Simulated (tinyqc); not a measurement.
# Worked calculation: electron mobility in a silicon inversion layer, empirical terms and Matthiessen rule

Computed by the program tinyqc: `OMP_NUM_THREADS=1 python tinyqc.py 2510093 2510094 out.jsonl`, one thread of a shared Intel Xeon 2.30GHz, about 0.01 s for the whole run. Printed values are rounded.

Inversion layer of sheet density Ns on a uniformly doped body, under a high-permittivity gate with an interlayer. The mobility terms are empirical power laws with prefactors chosen for the exercise; adding their inverses (Matthiessen) is itself an approximation.

Values chosen for this exercise; material values close to those of silicon: temperature T = 273 K; band gap Eg = 1.1 eV; relative permittivity of the semiconductor eps_r = 11.8; conduction-band density of states at T Nc = 2.41e19 cm^-3; valence-band density of states at T Nv = 2.34e19 cm^-3; body doping Nb = 8.6e17 cm^-3; reverse body bias Vsb = 1 V; weight of the inversion charge in the effective field eta = 0.5; gate capacitance Cox = 1.09 uF/cm^2; phonon-limited mobility at 1 MV/cm and 300 K Ap = 460 cm^2/(V s); roughness-limited mobility at 1 MV/cm As = 951 cm^2/(V s); exponent of the roughness term gs = 2; Coulomb prefactor Ac = 2400 cm^2/(V s); charge at the interface Nit = 5.6e11 cm^-2; remote-phonon mobility without interlayer Ar = 330 cm^2/(V s); interlayer thickness ti = 0.9 nm; decay length of remote phonons lr = 0.7 nm; inversion density Ns = 2.2e12 cm^-2; ratio W/L WL = 10; drain voltage Vd = 0.05 V; measured linear current I = 30.6 uA.

Constants: q = 1.602176634e-19 C, kB = 1.380649e-23 J/K, Vt = kB T/q, eps0 = 8.8541878128e-14 F/cm where lengths are in cm. Results are converted to the units shown.

## Depletion charge and effective field

ni = sqrt(Nc Nv) exp(-Eg/(2 Vt)), Eg in volts; Ndep = sqrt(2 eps0 eps_r Nb (2 Vt ln(Nb/ni) + Vsb)/q); E = q (Ndep + eta Ns)/(eps0 eps_r), in MV/cm.

ni = 1.66808e9 cm^-3
Ndep = 4.66937e12 cm^-2
E = 0.884724 MV/cm

The depletion charge gives 80.9 % of the field.

## Mobility terms and their sum

With t = T/(300 K): muC = Ac (Ns/1e12 cm^-2) t/(Nb/1e17 cm^-3 + Nit/1e11 cm^-2), muP = Ap E^(-1/3) t^(-1.75), muS = As E^(-gs), muR = Ar exp(2 ti/lr)/t; 1/mu is the sum of the inverses.

terms (cm^2/(V s)): Coulomb 338.366, phonon 565.153, roughness 1214.97, remote phonon 4744.93
mu = 173.652 cm^2/(V s)
shares of 1/mu (%): Coulomb 51.3209, phonon 30.7266, roughness 14.2928, remote phonon 3.65975

The Coulomb term limits most.

## Iteration 1: inversion density for the measured current

Ns at the start = 1.5e12 cm^-2

I = (W/L) q Ns mu Vd. E = q (Ndep + eta Ns)/(eps0 eps_r) in MV/cm. With t = T/(300 K): muC = Ac (Ns/1e12 cm^-2) t/(Nb/1e17 cm^-3 + Nit/1e11 cm^-2), muP = Ap E^(-1/3) t^(-1.75), muS = As E^(-gs), muR = Ar exp(2 ti/lr)/t; 1/mu is the sum of the inverses. Ns(new) = I/((W/L) q mu Vd).

E = 0.831052 MV/cm
mu = 142.767 cm^2/(V s)
Ns after iteration 1 = 2.67556e12 cm^-2

## Iteration 2: inversion density for the measured current

As before.

E = 0.921188 MV/cm
mu = 187.738 cm^2/(V s)
Ns after iteration 2 = 2.03464e12 cm^-2

## Course of the iteration: inversion density for the measured current

Stop when Ns changes by less than 1e5 cm^-2, or after 120 iterations.

Course of the iteration:
```
iteration  Ns (cm^-2)  |change| (cm^-2)
1          2.67556e12           1.18e12
2          2.03464e12           6.41e11
3          2.27924e12           2.45e11
4          2.16631e12           1.13e11
5          2.21475e12           4.84e10
6          2.19326e12           2.15e10
7          2.20265e12            9.40e9
8          2.19852e12            4.13e9
9          2.20033e12            1.81e9
...               ...               ...
13         2.19980e12            6.75e7
14         2.19977e12            2.97e7
15         2.19978e12            1.30e7
16         2.19978e12            5.72e6
17         2.19978e12            2.51e6
18         2.19978e12            1.10e6
19         2.19978e12            4.85e5
20         2.19978e12            2.13e5
21         2.19978e12            9.36e4
```

Converged in 21 iterations. At the end each change is about 0.44 times the one before, with alternating sign: linear convergence.

## Split C-V extraction

```
point  Vg (V)  Cgc (uF/cm^2)       I (uA)
0           0     1.93418e-5  1.83812e-10
1         0.1     4.40286e-4   9.52806e-8
2         0.2     0.00993891   4.89448e-5
3         0.3       0.188842    0.0208104
4         0.4       0.901158      1.56712
5         0.5        1.08006      9.16180
6         0.6        1.08956      20.8654
7         0.7        1.08998      34.2518
8         0.8        1.09000      48.1120
9         0.9        1.09000      61.7905
10          1        1.09000      74.9248
11        1.1        1.09000      87.3198
12        1.2           1.09      98.8800
```

Q(Vg) is the trapezoid sum of Cgc from the first point (where Q is taken as 0); mu_eff = I/((W/L) Q Vd); mu_FE = (dI/dVg)/((W/L) Cox Vd) with a backward difference. Listed from point 4 on.

```
point  Q (uC/cm^2)  mu_eff (cm^2/(V s))  mu_FE (cm^2/(V s))
4        0.0649810              48.2332             28.3726
5         0.164042              111.701             139.352
6         0.272523              153.128             214.745
7           0.3815              179.564             245.622
8         0.490499              196.176             254.315
9         0.599499              206.141             250.983
10        0.708499              211.503             240.996
11        0.817499              213.627             227.431
12        0.926499              213.449             212.114
```

At the last point mu_FE is 0.63 % below mu_eff.
